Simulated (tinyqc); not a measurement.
Dielectric confinement in a thin film (image charges): sweeps and comparisons. A value that a table varies takes the place of the one given here.

A film |z| < t/2 of dielectric constant eps between half-spaces of dielectric constant e2; lam = (eps - e2)/(eps + e2), q = e^2/(4 pi eps0). The self-energy of a band edge is taken with the high-frequency value, e2 = eh, and the field of a fixed ion with the static one, e2 = eo. A charge at z has images lam^|n| at n t + (-1)^n z. Its self-energy is S(z) = (q/2 eps) sum over n >= 1 of lam^n [1/(n t - 2z) + 1/(n t + 2z)] for odd n and 2 lam^n/(n t) for even n; at the centre S(0) = -(q/(eps t)) ln(1 - lam).

Donor at the centre, lam from the static eo, trial function cos(pi z/t) exp(-rho/l): E(l) = c/(m l^2) - (q/eps) times the integral over k of F(k t) (1 + (k l/2)^2)^(-3/2), with F(x) = F0 + 2 lam exp(-x) G/(1 - lam exp(-x)), F0 = 2[(1 - exp(-x/2))/x + x (1 + exp(-x/2))/(x^2 + 4 pi^2)], G = 2 sinh(x/2)[1/x - x/(x^2 + 4 pi^2)]; c = hbar^2/2m0. The binding energy is -E at the minimum, counted from the subband edge with its self-energy.

Constants: e^2/(4 pi eps0) = 14.39964547 eV angstrom; hbar^2/2m0 = 3.80998211 eV angstrom^2; Ry = 13.60569312 eV.

Parameters, chosen for this exercise (near those of an InGaAs film between layers of a low-k oxide; the results hold for these values, not for the real material):
```
symbol  value                          unit      meaning
eps     13.3                                     dielectric constant of the film
eh      2.1                                      high-frequency dielectric constant outside
eo      2.6                                      static dielectric constant outside
m       0.044                          m0        mass in the plane
mz      0.047                          m0        mass across the film
ts      (10, 15, 22, 32, 48, 70, 100)  angstrom  thicknesses
t       40                             angstrom  film thickness
```

## Thinning the film

<S> is the mean over (2/t) cos^2(pi z/t); confinement c (pi/t)^2/mz; donor binding with and without images.

Results:
```
t (angstrom)  <S> (meV)  confinement (meV)  binding, no images (meV)  binding (meV)  l (angstrom)
10                158.1             8000.6                      12.7          108.5          39.5
15                105.4             3555.8                      12.3           88.3          45.4
22                 71.9             1653.0                      11.9           71.8          52.1
32                 49.4              781.3                      11.3           58.0          59.9
48                 32.9              347.3                      10.6           45.5          69.8
70                 22.6              163.3                       9.8           36.0          80.7
100                15.8               80.0                       9.0           28.7          92.7
```

What can be read from the table?

Between 100 and 10 angstrom the binding goes from 28.7 to 108.5 meV; quantum confinement alone would take it from 9.0 to 12.7, so the images supply +19.7 and +95.8 meV. |<S>| goes as 1/t and exceeds the confinement energy beyond 506 angstrom. Hard-wall energies above 300 meV (up to t = 48 angstrom) overstate the confinement: walls are finite and valleys non-parabolic.

## Choice of the surrounding dielectric

The same film between different dielectrics; in this table one value e2 serves for both eo and eh.

Results:
```
case         lam  <S> (meV)  binding (meV)  l (angstrom)
e2 = 1     0.860       58.4           89.8          59.2
e2 = 2.5   0.684       35.2           52.2          64.8
e2 = 3.9   0.547       24.7           37.4          69.6
e2 = 7.5   0.279       10.5           20.6          80.8
e2 = 16   -0.092       -2.9            8.7         104.3
e2 = 25   -0.305       -9.0            4.8         126.8
e2 = 80   -0.715      -18.9            0.8         245.8
```

What can be read from the table?

The binding spans a factor 111.5, from 90 meV in vacuum to 0.8 meV for e2 = 80; going from 3.9 to 25 changes it by -32.6 meV and the band edge by -33.7 meV, so the binding responds 0.97 times as much as the edge (for an orbit much smaller than t the binding would change by twice the change of S(0), -57.2 meV; here l/t = 1.74 for e2 = 3.9).

## What each parameter does

<S> is the mean over (2/t) cos^2(pi z/t). Each row changes one parameter from the base and keeps the others.

Results:
```
case             lam from eh  <S> (meV)  binding (meV)  l (angstrom)
base                   0.727       39.5           50.8          65.2
t = 34 angstrom        0.727       46.5           56.0          61.3
eps = 12               0.702       41.0           54.6          62.0
eo = 3.6               0.727       39.5           39.9          68.6
eh = 2.7               0.662       33.4           50.8          65.2
m = 0.053 m0           0.727       39.5           54.7          58.1
```

How do the results move?

The largest shifts from the base row, up to three for each result and ties (the steps differ in size, so this ranks the rows, not the parameters). lam from eh: eh -0.065, eps -0.025; unchanged at the printed digits by t, eo and m. <S> (meV): t +7.0, eh -6.2, eps +1.5; unchanged at the printed digits by eo and m. binding (meV): eo -10.9, t +5.1, m +3.9; unchanged at the printed digits by eh. l (angstrom): m -7.1, t -3.9, eo +3.4; unchanged at the printed digits by eh.

Run: tinyqc, `OMP_NUM_THREADS=1 python tinyqc.py 1251617 1251618 out.jsonl`; Intel(R) Xeon(R) Processor @ 2.30GHz, one thread, shared host; about 0.03 s of CPU time with all checks.
